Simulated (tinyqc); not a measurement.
Capacitances against the space between lines.

Endless row of lines of width wl, height tl and space sl between grounded planes at distance hd; e2 fills the gaps beside the lines, e1 the rest. Laplace's equation is solved on meshes of 3, 6 and 12 steps per unit u and extrapolated (Aitken), which is good to about 0.2 %. C_even (all lines at 1 V) is the capacitance Cg to the planes; C_odd (neighbours in antiphase) = Cg + 4 Cc if only nearest neighbours couple, which defines Cc; total with quiet neighbours Cg + 2 Cc. Plate values 2 eps0 e1 wl/hd and eps0 e2 tl/sl.

Parameters, values chosen for the exercise:
- e1 = 3.9 (relative permittivity above and below the lines)
- e2 = 3.9 (relative permittivity between the lines)
- wl = 4 u (line width, in units u)
- tl = 10 u (line height)
- hd = 4 u (distance to each plane)

Constants: eps0 = 8.8541878128e-12 F/m. Results are converted to the units shown.

The same in every row: plate Cg (aF/um) = 69.1.

Capacitances against the space between lines:
```
sl (u),Cg (aF/um),Cc (aF/um),Cg + 2 Cc (aF/um),C_odd (aF/um),plate Cc (aF/um),"share of coupling, 2 Cc/(Cg + 2 Cc) (%)"
2,101,194,490,878,173,79.4
4,128,93.7,315,502,86.3,59.5
6,150,57.1,264,378,57.6,43.3
8,168,37.7,243,319,43.2,31.0
12,194,17.9,229,265,28.8,15.6
16,209,8.80,226,244,21.6,7.78
24,221,2.17,225,229,14.4,1.93
```

What does the table show?

As sl goes from 2 to 24, Cg rises from 101 to 221 aF/um, Cc falls from 194 to 2.17 aF/um and the share of coupling falls from 79.4 to 1.93 %. Cg is 1.46 times its plate value in the first row and 3.20 times in the last; for Cc the ratios are 1.13 and 0.151. Neighbours in antiphase raise the load by a factor of 1.79 and 1.02 over quiet ones.

Program tinyqc, `OMP_NUM_THREADS=1 python tinyqc.py 2790113 2790114 out.jsonl`; Intel Xeon 2.30GHz, shared host, one thread, about 0.7 s.
